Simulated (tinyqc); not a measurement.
From results back to parameters: deformation-potential model of the Delta valleys of a conduction band. Two cases, with inputs chosen for the exercise.

Problem. An ellipsoidal valley with ml > mt has the density-of-states mass m_d = (ml mt^2)^(1/3) and, averaged over equivalent valleys, the conductivity mass m_c = 3/(1/ml + 2/mt).

Find: K = ml/mt; mt; ml.

Method. With K = ml/mt, m_d/m_c = K^(1/3) (2 + 1/K)/3, which rises steadily for K > 1 and so fixes K; then mt = m_d K^(-1/3) and ml = K mt.

Case 1.

m_d = 0.3163145 m0
m_c = 0.2561764 m0

Solution.

K = ml/mt = 4.688
mt = 0.189 m0
ml = 0.886 m0

Case 2.

m_d = 0.3210188 m0
m_c = 0.2562641 m0

Solution.

K = ml/mt = 4.979
mt = 0.188 m0
ml = 0.936 m0

Computed by tinyqc, one run a case: `OMP_NUM_THREADS=1 python tinyqc.py N N+1 out.jsonl` with N = 1080391, 1080467; one thread of a shared Intel(R) Xeon(R) Processor @ 2.30GHz, about 0.03 s a run at most.
